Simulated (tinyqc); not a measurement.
Isotherms: adsorption as a lattice gas: isotherms with interactions, competition, desorption peaks and saturation dose. Computed by tinyqc, a small Python program. Command: `OMP_NUM_THREADS=1 python tinyqc.py 3017470 3017471 out.jsonl adsorb walk`. One thread of a shared host (Intel(R) Xeon(R) Processor @ 2.30GHz), about 0.2 s of CPU time with the checks.

One adsorbate per site; a molecule needs 2 empty sites. Gas and surface have the same temperature.

Inputs (values chosen for the exercise, for a model surface): desorption energy E = 0.949 eV; prefactor nu = 3.7e+14 1/s; pair energy w (positive repels) = -0.03 eV; neighbours z = 3; site density N_s = 13 1/nm^2; molecular mass M = 173 u; sticking coefficient s0 = 0.061; temperature T = 380 K; pressure p = 0.22 Pa; blocking by a second gas, K_B p_B = 0.11.

Adsorption: dissociative (second order).

Constants: u = 1.6605390666e-27 kg; k_B = 1.380649e-23 J/K; k_B = 8.617333262e-05 eV/K.

Method. Flux F = p/sqrt(2 pi M k_B T); k_d = nu exp(-E/(k_B T)); 2 s0 F (1 - theta)^2 = N_s k_d theta^2, so y = sqrt(2 s0 F/(N_s k_d)), theta = y/(1 + y). With a second gas on the same sites theta = y/(1 + y + K_B p_B). With u = w/(k_B T). Mean field: theta/(1 - theta) = y exp(-z u theta). Quasi-chemical: theta/(1 - theta) = y [(r - 1 + 2 theta)(1 - theta)/((r + 1 - 2 theta) theta)]^(-z/2) exp(-z u/2), r = sqrt(1 - 4 theta (1 - theta)(1 - exp(-u))).

u = -0.916146

Coverage; the first column is ln y - z u/2:
```
ln y - z u/2  no interaction  mean field  quasi-chemical
-5.0                 0.00170     0.00171         0.00172
-3.0                 0.01244     0.01288         0.01317
-2.0                 0.03311     0.03648         0.03866
-1.0                 0.08516     0.11256         0.12955
-0.5                 0.13305     0.21874         0.25837
0.0                  0.20194     0.50000         0.50000
0.5                  0.29438     0.78126         0.74163
1.0                  0.40752     0.88744         0.87045
2.0                  0.65153     0.96352         0.96134
3.0                  0.83559     0.98712         0.98683
5.0                  0.97406     0.99829         0.99828
```

At half coverage the slope d theta/d ln y is 1/4 without interaction, 1/(4 + z u) = 0.799 in mean field and 0.557 in the pair theory, 1/[4 + 2 z (exp(u/2) - 1)]. Attraction steepens the filling towards a step; the two theories differ by at most 0.040 in these rows.
